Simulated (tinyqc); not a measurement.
# Depletion-mode phase shifter in a rib waveguide and its Mach-Zehnder modulator: effect of the reverse bias

A lateral p-n junction at x0 in a waveguide whose mode intensity is a Gaussian of rms width s about x = 0; p side at smaller x. Reverse bias removes carriers and raises the index. Abrupt junction, doping uniform over the whole mode, lumped electrode (no travelling-wave effects).

Free-carrier changes (empirical, N and P in cm^-3): |dn| = 8.5e-18 P^0.8 for holes, 8.8e-22 N for electrons; absorption 6e-18 P and 8.5e-18 N in 1/cm. W = sqrt(2 eps0 eps_r (Vb + V)(1/Na + 1/Nd)/q); edges xp = x0 - W Nd/(Na + Nd), xn = x0 + W Na/(Na + Nd); F(x) = [1 + erf(x/(sqrt(2) s))]/2. dneff = G {dn_h [F(xp(0)) - F(xp(V))] + dn_e [F(xn(V)) - F(xn(0))]}; VpiL = lam V/(2 dneff); loss = a0 + 4.343 G {a_h F(xp) + a_e [1 - F(xn)]} dB/cm at V; C = eps0 eps_r hr/W + Cf; fRC = 1/(2 pi Rs C).

Inputs (values chosen for the exercise); values close to those of silicon near 1550 nm:
- lam = 1565 nm (wavelength)
- eps_r = 11.7 (relative permittivity of the semiconductor)
- Na = 4.7e17 cm^-3 (acceptor density)
- Nd = 7.8e17 cm^-3 (donor density)
- Vb = 0.91 V (built-in voltage)
- s = 130 nm (rms width of the lateral mode intensity)
- x0 = 90 nm (junction offset towards the n side)
- G = 0.85 (vertical confinement times ng/n)
- hr = 220 nm (rib height)
- Cf = 28 pF/m (fringe capacitance)
- Rs = 4.1 ohm mm (series resistance)
- a0 = 0.6 dB/cm (passive loss)

Constants: q = 1.602176634e-19 C, eps0 = 8.8541878128e-14 F/cm where lengths are in cm. Results are converted to the units shown.

Result of one run:
```
V (V),dneff,VpiL (V cm),loss (dB/cm),VpiL x loss (V dB),C (pF/m),fRC (GHz)
3.6,1.7588e-4,1.6017,9.1886,14.717,189.62,204.72
```

What becomes of these results when the reverse bias V is changed from 3.6 to 5.2 V, all else the same?

Result of the changed run:
```
V (V),dneff,VpiL (V cm),loss (dB/cm),VpiL x loss (V dB),C (pF/m),fRC (GHz)
5.2,2.2792e-4,1.7853,8.3849,14.969,166.85,232.65
```

The whole series:
```
V (V),dneff,VpiL (V cm),loss (dB/cm),VpiL x loss (V dB),C (pF/m),fRC (GHz)
0.5,3.4662e-5,1.1288,11.461,12.936,317.04,122.44
1.3,7.9598e-5,1.2780,10.721,13.701,258.87,149.95
2.1,1.1714e-4,1.4028,10.116,14.191,225.83,171.89
2.9,1.4997e-4,1.5132,9.5948,14.519,203.84,190.44
3.6,1.7588e-4,1.6017,9.1886,14.717,189.62,204.72
4.4,2.0299e-4,1.6962,8.7681,14.872,176.94,219.38
5.2,2.2792e-4,1.7853,8.3849,14.969,166.85,232.65
6,2.5105e-4,1.8702,8.0326,15.022,158.57,244.81
```

As V goes from 0.5 to 6 V, VpiL rises from 1.13 to 1.87 V cm, the loss falls from 11.5 to 8.03 dB/cm, their product rises from 12.9 to 15.0 V dB and fRC rises from 122 to 245 GHz. dneff goes as V^(0.80) on average, slower than linearly since W grows as a square root. For V = 5.2 to 6 V the peak field passes 0.7 MV/cm, near breakdown of such junctions.

tinyqc, about 0.01 s, one thread, Intel Xeon 2.30GHz (shared host): `OMP_NUM_THREADS=1 python tinyqc.py 2650015 2650016 out.jsonl`
